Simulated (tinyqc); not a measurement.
# Inputs raised by 5 %, one at a time

Model: Froehlich polaron in a polar crystal. Computed by tinyqc, a small Python program. Command: `OMP_NUM_THREADS=1 python tinyqc.py 3001599 3001600 out.jsonl frohlich sens`. One thread of a shared host (Intel(R) Xeon(R) Processor @ 2.30GHz), about 0.1 s of CPU time with the checks.

One electron in a parabolic band of mass m*, coupled to dispersionless LO phonons in the continuum model. Energies are in units of hbar omega unless marked, wave numbers in k_0 = sqrt(2 m* omega/hbar).

Inputs (values chosen for the exercise, modelled on aluminium nitride): band mass m* = 0.339 m_0; LO phonon energy hbar omega = 113 meV; eps_inf = 4.68; static dielectric constant eps_s = 8.41; temperature T = 300 K.

Constants: hbar^2/(2 m_0) = 3.80998212 eV angstrom^2; e^2/(4 pi eps_0) = 14.39964548 eV angstrom; k_B = 8.617333262e-05 eV/K; hbar = 6.582119569e-16 eV s; e = 1.602176634e-19 C; m_0 = 9.1093837015e-31 kg.

Method:
- 1/eps* = 1/eps_inf - 1/eps_s; k_0 = sqrt(2 m* omega/hbar) = sqrt(m* hbar omega / (hbar^2/(2 m_0))) with m* in m_0; alpha = (e^2/(4 pi eps_0)) k_0/(2 eps* hbar omega); polaron length 1/k_0.
- Feynman's bound: E(v, w) = 3 (v - w)^2/(4 v) - (alpha v/sqrt(pi)) int_0^infinity e^-u D(u)^(-1/2) du, D = w^2 u + ((v^2 - w^2)/v)(1 - e^(-v u)); integrals by 80 Gauss-Legendre points in s from 0 to 1 with u = 40 s^2.
- Minimise over v > w > 0 (simplex search); mass m_p/m* = 1 + (alpha v^3/(3 sqrt(pi))) int u^2 e^-u D^(-3/2) du.
- Scattering by absorption of an LO phonon: 1/tau = 2 alpha omega n, n = 1/(exp(hbar omega/(k_B T)) - 1); mu = e tau/m*, the weak-coupling result for k_B T well below hbar omega.

Runs; columns: (1) input moved; (2) from; (3) to; (4) coupling constant alpha; (5) polaron length 1/k_0 (angstrom); (6) polaron energy, Feynman (meV); (7) mobility (cm^2/(V s)):
```
(1)                                  (2)      (3)     (4)    (5)     (6)   (7)
base run                               -        -  0.6055  9.973  -68.95  1950
band mass m* (m_0)                 0.339  0.35595  0.6204  9.733  -70.66  1812
LO phonon energy hbar omega (meV)    113   118.65  0.5909  9.733  -70.63  2374
eps_inf                             4.68    4.914  0.5405  9.973  -61.49  2184
static dielectric constant eps_s    8.41   8.8305  0.6416  9.973  -73.10  1840
temperature T (K)                    300      315  0.6055  9.973  -68.95  1579
```

Exponents ln(y'/y) / ln(x'/x):
```
input                             coupling constant alpha  polaron length 1/k_0  polaron energy, Feynman  mobility
band mass m*                                        0.500                  -0.5                    0.504    -1.500
LO phonon energy hbar omega                        -0.500                  -0.5                    0.496     4.031
eps_inf                                            -2.328                   0.0                   -2.345     2.328
static dielectric constant eps_s                    1.189                   0.0                    1.199    -1.189
temperature T                                       0.000                   0.0                    0.000    -4.327
```

To which inputs is each result most sensitive?

Among the inputs moved here: coupling constant alpha answers most in size to eps_inf (exponent -2.328), next to static dielectric constant eps_s (+1.189); its exponent is below 0.0005 for temperature T. Its exponent +0.500 in band mass m*: alpha goes as sqrt(m*). Its exponent -0.500 in LO phonon energy hbar omega: alpha goes as omega^(-1/2). Polaron length 1/k_0 answers most in size to band mass m* (exponent -0.500), and about equally to LO phonon energy hbar omega (-0.500); its exponent is below 0.0005 for eps_inf, static dielectric constant eps_s, temperature T. Its exponent -0.500 in band mass m*: the length goes as m*^(-1/2). Polaron energy, Feynman answers most in size to eps_inf (exponent -2.345), next to static dielectric constant eps_s (+1.199); its exponent is below 0.0005 for temperature T. mobility answers most in size to temperature T (exponent -4.327), next to LO phonon energy hbar omega (+4.031). Its exponent -1.500 in band mass m*: alpha gives m*^(-1/2) and e tau/m* another 1/m*.
